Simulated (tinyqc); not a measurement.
# Pull-up strength from the switching point

Problem. Transistor (EKV form, voltages against the body): I = 2 n b Vt^2 [F(vp - Vs) - F(vp - Vd)] from drain to source, F(v) = ln^2(1 + exp(v/(2 Vt))), vp = (Vg - VT + sg |Vd - Vs|)/n. n-channel bodies are at 0; for the p-channel device all voltages are counted down from Vdd. b in uA/V^2 gives I in uA. In an inverter In(Vg = Vd = VM) equals Ip at the switching point VM. Find bp and the current there.

Values chosen for this exercise:
- T = 300 K (temperature)
- Vdd = 0.5 V (supply voltage)
- n = 1.23 (slope factor)
- sg = 0.113 (drain-induced barrier lowering)
- VTn = 0.33 V (n-channel threshold)
- VTp = 0.39 V (p-channel threshold (magnitude))
- bn = 240 uA/V^2 (gain factor of the pull-down transistor)

Constants: q = 1.602176634e-19 C, kB = 1.380649e-23 J/K, Vt = kB T/q. Results are converted to the units shown.

VM = 0.234211660 V

Answer. Ip is proportional to bp, so bp is In(VM) over the p-channel current for unit b.

bp = 480.0 uA/V^2
current at VM = 0.03314 uA

tinyqc, about 0.04 s, one thread, Intel Xeon 2.30GHz (shared host): `OMP_NUM_THREADS=1 python tinyqc.py 2340022 2340023 out.jsonl`
